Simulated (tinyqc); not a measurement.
From results back to parameters: five-level k.p model folded onto the conduction band. Two cases, with inputs chosen for the exercise.

Problem. The levels are known; the mass and the g factor at E = Eg are given. Find Ep and Ep2.

Second-order sums for the lowest conduction level at E: 1/m = 1 + Cm + (Ep/3)(2/E + 1/(E + Dso)) - (Ep2/3)(2/(E7 + D2 - E) + 1/(E7 - E)); g/2 = 1 + Cg - (Ep/3)(1/E - 1/(E + Dso)) - (Ep2/3)(1/(E7 - E) - 1/(E7 + D2 - E)). E is counted from the top of the valence band; E = Eg at the edge.

Find: coefficients of (Ep, Ep2); right-hand sides 1/m - 1 - Cm and 1 + Cg - g/2; Ep, Ep2.

Method. Both sums are linear in Ep and Ep2, so two equations fix them.

Case 1.

Values chosen (near those of InAs; the results hold for these values, not for the real material):
- Eg = 0.395 eV (gap at Gamma to the s-like level)
- Dso = 0.393 eV (spin-orbit splitting)
- E7 = 4.57 eV (upper Gamma7 conduction level, from the valence top)
- D2 = 0.17 eV (its spin-orbit splitting, Gamma8 above Gamma7)
- Cm = -2 (remote term in 1/m)
- Cg = 0 (remote term in g/2)

m = 0.02267251 m0
g = -16.464095

Solution.

coefficients of (Ep, Ep2) (1/eV):
```
         1         2
1  2.11078  -0.23327
2  0.42087   0.00312
```

right-hand sides 1/m - 1 - Cm and 1 + Cg - g/2: 45.1063  9.2320

Ep, Ep2 (eV): 21.90  4.80

Case 2.

Values chosen (near those of InP; the results hold for these values, not for the real material):
- Eg = 1.363 eV (gap at Gamma to the s-like level)
- Dso = 0.102 eV (spin-orbit splitting)
- E7 = 4.64 eV (upper Gamma7 conduction level, from the valence top)
- D2 = 0.08 eV (its spin-orbit splitting, Gamma8 above Gamma7)
- Cm = -2.5 (remote term in 1/m)
- Cg = -0.02 (remote term in g/2)

m = 0.08086161 m0
g = 1.230321

Solution.

coefficients of (Ep, Ep2) (1/eV):
```
         1         2
1  0.71665  -0.30031
2  0.01703   0.00242
```

right-hand sides 1/m - 1 - Cm and 1 + Cg - g/2: 13.8668  0.3648

Ep, Ep2 (eV): 20.90  3.70

Computed by tinyqc, one run a case: `OMP_NUM_THREADS=1 python tinyqc.py N N+1 out.jsonl` with N = 1050360, 1050372; one thread of a shared Intel(R) Xeon(R) Processor @ 2.30GHz, about 0.01 s a run at most.
